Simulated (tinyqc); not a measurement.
# Inputs raised by 5 %, one at a time

Model: X-ray photoelectron analysis of a thin oxide on a semiconductor: attenuation lengths, thickness, angle series and band offsets. Computed by tinyqc, a small Python program. Command: `OMP_NUM_THREADS=1 python tinyqc.py 3110290 3110291 out.jsonl xps sens`. One thread of a shared host (Intel(R) Xeon(R) Processor @ 2.30GHz), about 0.01 s of CPU time with the checks.

The same element is seen in the oxide and in the substrate, at nearly the same kinetic energy; films are flat and uniform, and the work function is ignored.

Inputs (values chosen for the exercise, modelled on SiO2 on 4H-SiC):

| quantity | value | unit |
|---|---|---|
| photon energy | 2000 | eV |
| binding energy of the core level | 100.5 | eV |
| oxide density | 2.22 | g/cm^3 |
| oxide formula mass | 60.08 | g/mol |
| valence electrons per oxide formula | 16 | - |
| oxide gap | 8.82 | eV |
| substrate density | 3.21 | g/cm^3 |
| substrate formula mass | 40.1 | g/mol |
| valence electrons per substrate formula | 8 | - |
| substrate gap | 3.26 | eV |
| oxide thickness d | 4 | nm |
| emission angle from the normal | 55 | degrees |
| attenuation length over inelastic mean free path | 0.91 | - |
| carbon overlayer | 0.19 | nm |
| counts in the two peaks together | 500000 | - |

Method:
- TPP-2M: lambda = E/(E_p^2 [b ln(c E) - C/E + D/E^2]) in angstrom, E_p = 28.8 sqrt(N_v rho/M), b = -0.10 + 0.944/sqrt(E_p^2 + E_g^2) + 0.069 rho^0.1, c = 0.191/sqrt(rho), U = N_v rho/M, C = 1.97 - 0.91 U, D = 53.4 - 20.8 U, with E = photon energy less binding energy in eV.
- Attenuation length L = factor x lambda.
- R_0 = (rho_o/M_o) L_o/((rho_s/M_s) L_s); peak ratio R = I_ox/I_sub = R_0 [exp(d/(L_o cos theta)) - 1]; hence d = L_o cos theta ln(1 + R/R_0). A carbon layer weakens both peaks alike, by exp(-d_C/(L_o cos theta)) if its L is taken equal to L_o. This R_0 leaves out intrinsic losses from the substrate peak, so calibrated values can be larger.
- With x = d/(L_o cos theta): d ln d/d ln R = (1 - exp(-x))/x = -d ln d/d ln R_0; counting error of R = 1/sqrt(N f (1 - f)), f the oxide share, which times the sensitivity gives that of d; an angle error adds tan(theta) d theta; d is proportional to L_o at fixed R_0. Assumed errors: 5 % in R_0, 1 degree, 5 % in L_o.

Runs:

| input moved | from | to | ratio R | L in the oxide (nm) | R_0 | counting error of d (%) |
|---|---|---|---|---|---|---|
| base run | - | - | 2.249 | 4.518 | 0.6112 | 0.1561 |
| photon energy (eV) | 2000 | 2100 | 2.076 | 4.710 | 0.6113 | 0.1575 |
| oxide density (g/cm^3) | 2.22 | 2.331 | 2.388 | 4.467 | 0.6345 | 0.1569 |
| oxide gap (eV) | 8.82 | 9.261 | 2.208 | 4.608 | 0.6232 | 0.1573 |
| oxide thickness d (nm) | 4 | 4.2 | 2.479 | 4.518 | 0.6112 | 0.1547 |
| emission angle from the normal (degrees) | 55 | 57.75 | 2.600 | 4.518 | 0.6112 | 0.1541 |
| attenuation length over inelastic mean free path | 0.91 | 0.9555 | 2.047 | 4.744 | 0.6112 | 0.1578 |
| counts in the two peaks together | 500000 | 525000 | 2.249 | 4.518 | 0.6112 | 0.1523 |

Exponents ln(y'/y) / ln(x'/x):

| input | ratio R | L in the oxide | R_0 | counting error of d |
|---|---|---|---|---|
| photon energy | -1.644 | 0.850 | 0.004 | 0.184 |
| oxide density | 1.226 | -0.233 | 0.767 | 0.108 |
| oxide gap | -0.382 | 0.401 | 0.401 | 0.159 |
| oxide thickness d | 1.991 | 0.000 | 0.000 | -0.187 |
| emission angle from the normal | 2.968 | 0.000 | 0.000 | -0.266 |
| attenuation length over inelastic mean free path | -1.936 | 1.000 | 0.000 | 0.218 |
| counts in the two peaks together | 0.000 | 0.000 | 0.000 | -0.500 |

Among the inputs moved here: ratio R answers most in size to emission angle from the normal (exponent +2.968), next to oxide thickness d (+1.991); its exponent is below 0.0005 for counts in the two peaks together. L in the oxide answers most in size to attenuation length over inelastic mean free path (exponent +1.000), next to photon energy (+0.850); its exponent is below 0.0005 for oxide thickness d, emission angle from the normal, counts in the two peaks together. R_0 answers most in size to oxide density (exponent +0.767), next to oxide gap (+0.401); its exponent is below 0.0005 for oxide thickness d, emission angle from the normal, attenuation length over inelastic mean free path, counts in the two peaks together. Counting error of d answers most in size to counts in the two peaks together (exponent -0.500), next to emission angle from the normal (-0.266). Its exponent -0.500 in counts in the two peaks together: counting statistics.

Extremes, crossings and ranges named in words are read from the listed rows.
